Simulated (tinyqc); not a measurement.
Schottky emission and Poole-Frenkel conduction in an insulator, and how to tell them apart: one step of the calculation.

Schottky emission (electrode-limited): J = As T^2 exp[-(pb - b sqrt(F))/Vt], b = sqrt(q/(4 pi eps0 ei)). Poole-Frenkel emission (bulk-limited): J = s0 F exp[-(pt - 2 b sqrt(F))/Vt]. F in V/cm.

Problem. Which mechanism made these data. The data come from another sample of the same dielectric, in which one mechanism alone limits the current. Fit straight lines by least squares: ln J on sqrt(F) (Schottky plot, slope b/Vt) and ln(J/F) on sqrt(F) (Poole-Frenkel plot, slope 2 b/Vt), F in V/cm, and read a permittivity from each slope. The right mechanism gives a value near ei, and in any case between ei and es.

Values chosen for this exercise; dielectric values close to those of hafnium oxide:
```
symbol  value  unit                               meaning
T         325     K                           temperature
ei       4.34        high-frequency relative permittivity
es       22.5                static relative permittivity
```

Constants: q = 1.602176634e-19 C, kB = 1.380649e-23 J/K, Vt = kB T/q, eps0 = 8.8541878128e-14 F/cm where lengths are in cm. Results are converted to the units shown.

```
point	F (MV/cm)	J (A/cm^2)
0	1.12	5.665e-7
1	1.97	8.891e-5
2	2.81	0.004405
3	3.66	0.1249
4	4.5	2.304
```

Wanted: slope of the Schottky plot; permittivity read as Schottky; slope of the Poole-Frenkel plot; permittivity read as Poole-Frenkel.

Solution.

slope of the Schottky plot = 0.01431 (cm/V)^0.5
permittivity read as Schottky = 0.8963
slope of the Poole-Frenkel plot = 0.01301 (cm/V)^0.5
permittivity read as Poole-Frenkel = 4.340

Both plots are nearly straight, so straightness decides nothing. Read as Poole-Frenkel the data give 4.34, which matches ei = 4.34; read as Schottky they give 0.896, below 1 and impossible. The data are Poole-Frenkel.

Program tinyqc, `OMP_NUM_THREADS=1 python tinyqc.py 2370088 2370089 out.jsonl`; Intel Xeon 2.30GHz, shared host, one thread, about 0.01 s.
